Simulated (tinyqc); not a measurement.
# Worked calculation: p-n heterojunction, non-linear Poisson equation by Newton steps, Boltzmann statistics

Numbers from tinyqc (`OMP_NUM_THREADS=1 python tinyqc.py 2040116 2040117 out.jsonl`; about 0.03 s on one thread of a shared Intel Xeon 2.30GHz). Printed values are rounded.

One dimension, material 1 (p-type) at x < 0 and material 2 (n-type) at x > 0. Band edges: Ec = -psi in material 1 and -psi + dEc in material 2, Ev = Ec - Eg. Flat quasi-Fermi levels: 0 for holes, +V for electrons. n = Nc F((EFn - Ec)/Vt), p = Nv F((Ev - EFp)/Vt), with F(eta) = exp(eta) (Boltzmann statistics); full ionisation, no interface charge, classical densities; the doping types are chosen for the exercise.

Values chosen for this exercise; band and dielectric values those of a made-up pair: temperature T = 300 K; band gap of material 1 Eg1 = 1.04 eV; relative permittivity of material 1 er1 = 13.2; conduction-band density of states of material 1 Nc1 = 2.15e19 cm^-3; valence-band density of states of material 1 Nv1 = 9.73e18 cm^-3; band gap of material 2 Eg2 = 1.18 eV; relative permittivity of material 2 er2 = 10.1; conduction-band density of states of material 2 Nc2 = 2.54e19 cm^-3; valence-band density of states of material 2 Nv2 = 2.64e19 cm^-3; conduction-band offset Ec2 - Ec1 dEc = -0.09 eV; acceptor density of material 1 N1 = 2.4e17 cm^-3; donor density of material 2 N2 = 1.1e17 cm^-3; bias of side 1 against side 2 V = 0 V.

Constants: q = 1.602176634e-19 C, kB = 1.380649e-23 J/K, Vt = kB T/q, eps0 = 8.8541878128e-14 F/cm where lengths are in cm. Results are converted to the units shown.

## Offsets and end potentials

dEv = Ev1 - Ev2 = Eg2 - Eg1 - dEc. Neutrality of the majority carriers far from the junction: Nv1 F((-psi_L - Eg1)/Vt) = N1 and Nc2 F((V + psi_R - dEc)/Vt) = N2. Total bending psi_R - psi_L.

dEv = 0.23 eV
psi_L = -0.944287 V
psi_R = -0.230687 V
psi_R - psi_L = 0.713600 V

The alignment is staggered (type II): dEc and dEv have opposite signs.

## Permittivity of the intervals

x, node 0 to 12 (nm): [-114, -87.6, -65.2, -46.2, -30.1, -16.5, -4.9, 4.9, 19.4, 40.8, 72.5, 119, 189]

er1 or er2; the interface lies midway in its interval, which gets the series value 2 er1 er2/(er1 + er2).

eps_r, interval 0 to 11: [13.2, 13.2, 13.2, 13.2, 13.2, 13.2, 11.4438, 10.1, 10.1, 10.1, 10.1, 10.1]

## Couplings between neighbouring nodes

a_i = eps0 eps_r/h_i for the interval from node i to i + 1, with h_i = x_(i+1) - x_i in cm.

coupling a_i, interval 0 to 11 (F/cm^2): [4.42709e-7, 5.21765e-7, 6.15133e-7, 7.25933e-7, 8.59377e-7, 1.00755e-6, 1.03393e-6, 6.16740e-7, 4.17885e-7, 2.82105e-7, 1.92317e-7, 1.27753e-7]

## Starting potential

material, node 0 to 12: [1, 1, 1, 1, 1, 1, 1, 2, 2, 2, 2, 2, 2]

psi_L + (psi_R - psi_L)(1 + tanh(x/s))/2 on the inner nodes with s = 25 nm, psi_L and psi_R on the ends.

psi at the start, node 0 to 12 (V): [-0.944287, -0.943642, -0.940434, -0.927003, -0.885369, -0.793847, -0.656538, -0.518436, -0.355423, -0.256967, -0.232841, -0.230740, -0.230687]

## Iteration 1: densities, residual and Jacobian diagonal

n_i = Nc F(a_n), a_n = (V - Ec_i)/Vt; p_i = Nv F(a_p), a_p = (Ec_i - Eg)/Vt; rho_i = p_i - n_i + C_i with C = -N1 or +N2; g_i = (n_i + p_i)/Vt. Box widths w_i = (h_(i-1) + h_i)/2 in cm. Residual F_i = a_i (psi_(i+1) - psi_i) - a_(i-1) (psi_i - psi_(i-1)) + q rho_i w_i; Jacobian: a_(i-1) and a_i beside the diagonal, b_i = -a_(i-1) - a_i - q g_i w_i on it. The two end nodes are fixed.

n, node 0 to 12 (cm^-3): [2945.16, 3019.56, 3418.54, 5747.43, 28766.7, 9.91720e5, 2.00948e8, 1.61220e12, 8.82931e14, 3.98026e16, 1.01206e17, 1.09777e17, 1.1e17]
p, node 0 to 12 (cm^-3): [2.4e17, 2.34087e17, 2.06766e17, 1.22983e17, 2.45714e16, 7.12740e14, 3.51752e12, 6.25017e6, 11412.6, 253.162, 99.5639, 91.7903, 91.6046]
residual F, node 1 to 11 (C/cm^2): [-9.23299e-10, -4.43394e-9, -1.09416e-8, -2.82711e-9, 1.13877e-8, -3.67008e-8, -2.08380e-8, -2.80128e-8, -4.47671e-9, -8.93104e-10, -1.89798e-10]
diagonal b, node 1 to 11 (F/cm^2): [-4.50431e-6, -3.78947e-6, -2.67871e-6, -1.81145e-6, -1.87249e-6, -2.04150e-6, -1.65068e-6, -1.04445e-6, -1.35492e-6, -2.92688e-6, -4.28308e-6]

## Iteration 1: Newton step

Solve the tridiagonal system a_(i-1) d_(i-1) + b_i d_i + a_i d_(i+1) = -F_i for nodes 1 to 11, with d = 0 on fixed nodes. Each component d is damped to sign(d) Vt ln(1 + |d|/Vt) before it is added.

Newton step d, before damping, node 1 to 11 (V): [-0.000729, -0.004524, -0.020040, -0.055043, -0.095806, -0.142405, -0.152322, -0.135163, -0.045981, -0.004754, -0.000258]
psi after iteration 1, node 0 to 12 (V): [-0.944287, -0.944361, -0.944603, -0.941840, -0.914860, -0.833888, -0.704962, -0.568340, -0.402709, -0.283387, -0.237205, -0.230996, -0.230687]

## Course of the Newton iteration

Stop when the largest undamped |d| is below 1e-9 V, or after 80 iterations.

Course of the iteration:
```
iteration  largest |F| (C/cm^2)  largest |d| (V)  at node
1                       3.67e-8            0.152        7
2                       2.98e-8            0.105        7
3                       2.06e-8           0.0649        7
4                       1.48e-8           0.0326        7
5                       6.27e-9           0.0115        7
6                       1.33e-9          1.97e-3        7
7                      6.82e-11          7.17e-5        7
8                      1.14e-13          9.92e-8        7
9                      2.43e-19         1.90e-13        7
```

Converged in 9 iterations. Once the step is below 0.1 Vt, 3 more iteration(s) reach the threshold: near the solution the error is roughly squared each time.

## Band edges, densities and displacement

converged psi, node 0 to 12 (V): [-0.944287, -0.944226, -0.943749, -0.940677, -0.925960, -0.879784, -0.796278, -0.675239, -0.507044, -0.334513, -0.241817, -0.231191, -0.230687]

Ec, Ev, n and p as defined; D = a_k (psi_(k+1) - psi_k) on the interval that holds the interface.

Ec, node 0 to 12 (eV): [0.944287, 0.944226, 0.943749, 0.940677, 0.925960, 0.879784, 0.796278, 0.585239, 0.417044, 0.244513, 0.151817, 0.141191, 0.140687]
Ev, node 0 to 12 (eV): [-0.09571, -0.09577, -0.09625, -0.09932, -0.11404, -0.16022, -0.24372, -0.59476, -0.76296, -0.93549, -1.02818, -1.03881, -1.03931]
n, node 0 to 12 (cm^-3): [2945.16, 2952.14, 3007.14, 3386.51, 5984.14, 35704.6, 9.02737e5, 3.74324e9, 2.50494e12, 1.98244e15, 7.15192e16, 1.07879e17, 1.1e17]
p, node 0 to 12 (cm^-3): [2.4e17, 2.39432e17, 2.35054e17, 2.08722e17, 1.18119e17, 1.97968e16, 7.82995e14, 2.69192e9, 4.02265e6, 5082.89, 140.892, 93.4055, 91.6046]
D = 125.146 nC/cm^2

## Check against the first integral

Exact first integral: on each side D^2/(2 eps0 er) = G, G = q [Vt (nI_j - nI_b) + Vt (pI_j - pI_b) - C (psi_j - psi_b)], with C = -N1 or +N2, b the neutral end of that side, and nI, pI the densities themselves. D is continuous, so er1 G1(psi_j) = er2 G2(psi_j) fixes psi_j. Ends from Nv1 F((-psi_L - Eg1)/Vt) = N1 and Nc2 F((V + psi_R - dEc)/Vt) = N2. D is counted positive when psi rises towards material 2.

psi_j = -0.746590 V
D = 124.286 nC/cm^2
psi_j - psi_L = 0.197698 V
psi_R - psi_j = 0.515903 V
Ec1 - EFn at the interface = 0.746590 eV
Ec2 - EFn at the interface = 0.656590 eV

Material 2 takes 72.3 % of the bending. The 13-node mesh gave D = 125.1 nC/cm^2, 0.69 % above the exact value in size.
